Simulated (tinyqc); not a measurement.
p-n diode, drift-diffusion by the Gummel loop with Scharfetter-Gummel fluxes: one step of the calculation.

Abrupt junction at x = 0, p side from -Lp, n side to Ln, ohmic contacts. psi is counted from the intrinsic level; n = ni exp((psi - phin)/Vt), p = ni exp((phip - psi)/Vt). Contacts: p side psi = V - Vt ln(Na/ni), p = Na, n = ni^2/Na; n side psi = Vt ln(Nd/ni), n = Nd, p = ni^2/Nd. Constant mobilities, D = mu Vt, Boltzmann statistics, SRH recombination through a mid-gap level, U = (n p - ni^2)/(tp (n + ni) + tn (p + ni)). Current is positive from the p contact to the n contact.

Question. Recombination and current. U_i as defined. J = Jn at the p contact + Jp at the n contact + q sum w_i U_i - q G sum w_i over the inner nodes, which avoids differences of large majority fluxes: Jn = (q mun Vt/h_0)[n_1 B(d_0) - n_0 B(-d_0)], Jp = (q mup Vt/h_last)[p_(N-1) B(d_last) - p_N B(-d_last)], d_i = (psi_(i+1) - psi_i)/Vt, B(d) = d/(exp(d) - 1), w_i = (h_(i-1) + h_i)/2.

Inputs (values chosen for the exercise); band and dielectric values close to those of cadmium telluride:
- T = 300 K (temperature)
- mun = 400 cm^2/(V s) (electron mobility)
- mup = 46 cm^2/(V s) (hole mobility)
- tn = 4e-8 s (SRH lifetime of electrons)
- tp = 2e-9 s (SRH lifetime of holes)
- G = 0 cm^-3 s^-1 (uniform generation rate)

Constants: q = 1.602176634e-19 C, kB = 1.380649e-23 J/K, Vt = kB T/q. Results are converted to the units shown.

| node | x (nm) | converged psi (V) | converged n (cm^-3) | converged p (cm^-3) |
|---|---|---|---|---|
| 0 | -7700 | -0.03444481 | 2.5211958e-6 | 2.5e17 |
| 1 | -2490 | -0.03444481 | 1.2250726e5 | 2.5e17 |
| 2 | -799 | -0.03444481 | 1.7955038e5 | 2.5000000e17 |
| 3 | -247 | -0.03444458 | 2.0086012e5 | 2.4999783e17 |
| 4 | -67.9 | -0.03419034 | 2.1011243e5 | 2.4755121e17 |
| 5 | -9.5 | -0.00368189 | 6.8843858e5 | 7.6058151e16 |
| 6 | 9.5 | 0.23538804 | 7.1468913e9 | 7.3273633e12 |
| 7 | 55.6 | 0.61648667 | 1.8042366e16 | 2.8946554e6 |
| 8 | 168 | 0.65264463 | 7.3066874e16 | 6.2130194e5 |
| 9 | 439 | 0.65297219 | 7.3998553e16 | 3.3240481e5 |
| 10 | 1100 | 0.65297269 | 7.4000000e16 | 72974.805 |
| 11 | 2700 | 0.65297269 | 7.4e16 | 8.5175533e-6 |

ni = 7.9391369e5 cm^-3

Wanted: U; Jn at the p contact; Jp at the n contact; recombination; generation; J.

Answer.

| node | U (cm^-3 s^-1) |
|---|---|
| 0 | 0 |
| 1 | 3.063e12 |
| 2 | 4.489e12 |
| 3 | 5.022e12 |
| 4 | 5.253e12 |
| 5 | 1.721e13 |
| 6 | 1.787e17 |
| 7 | 1.447e15 |
| 8 | 3.107e14 |
| 9 | 1.662e14 |
| 10 | 3.649e13 |
| 11 | 0 |

Jn at the p contact = 3.896e-10 A/cm^2
Jp at the n contact = 8.690e-11 A/cm^2
recombination = 9.817e-8 A/cm^2
generation = 0 A/cm^2
J = 9.864e-8 A/cm^2

Program tinyqc, `OMP_NUM_THREADS=1 python tinyqc.py 2240115 2240116 out.jsonl`; Intel Xeon 2.30GHz, shared host, one thread, about 0.2 s.
